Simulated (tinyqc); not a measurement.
Charge control and current of a heterostructure field-effect transistor: one step, computed by the program tinyqc. Command: `OMP_NUM_THREADS=1 python tinyqc.py 3018049 3018050 out.jsonl hemt walk`. One thread of a shared host (Intel(R) Xeon(R) Processor @ 2.30GHz), about 0.01 s of CPU time with the checks.

Two subbands in a triangular well; E_F is counted from the conduction band edge of the channel at the interface.

Task: Levels and gate capacitance. Charge control: n_s = C_b (V_G - V_T - E_F/e)/e. Well: mean field F = e n_s/(2 eps eps_0), E_i = (hbar^2/2m)^(1/3) [(3 pi e F/2)(i + 3/4)]^(2/3), i = 0, 1; n_s = D k_B T sum_i ln(1 + exp((E_F - E_i)/k_B T)), D = m/(pi hbar^2), which is solved in closed form for E_F. C_g = e dn_s/dV_G = 1/(1/C_b + 1/C_q), 1/C_q = d(E_F/e)/d(e n_s) by a central difference of +/- 0.1 % in n_s; added distance dd = eps eps_0/C_q.

Inputs (values chosen for the exercise, modelled on AlGaAs/GaAs): channel mass m = 0.069 m_0; permittivity eps (barrier and channel) = 12.7; conduction band offset dE_c = 0.31 eV; temperature T = 300 K; spacer between delta layer and channel = 3.5 nm.

Charge source: delta doping. Velocity law: two-piece.

sheet density n_s = 3.596688e+12 1/cm^2

barrier capacitance C_b = 0.3039140 microfarad/cm^2

Constants: k_B = 8.617333262e-05 eV/K; e = 1.602176634e-19 C; eps_0 = 8.8541878128e-12 F/m; hbar = 1.054571817e-34 J s; m_0 = 9.1093837015e-31 kg; k_B = 1.380649e-23 J/K.

Give: E_0; E_1; E_F; share in the second subband; gate capacitance C_g; added distance dd.

Result:

E_0 = 165.4 meV

E_1 = 291.0 meV

E_F = 277.8 meV

share in the second subband = 9.715 %

gate capacitance C_g = 0.2717 microfarad/cm^2

added distance dd = 4.390 nm

C_g is 89 % of C_b: the finite density of states and the rise of E_0 act as 4.4 nm of extra barrier. Caution: E_F lies above the conduction band minimum of the barrier, so electrons would spill into the barrier.
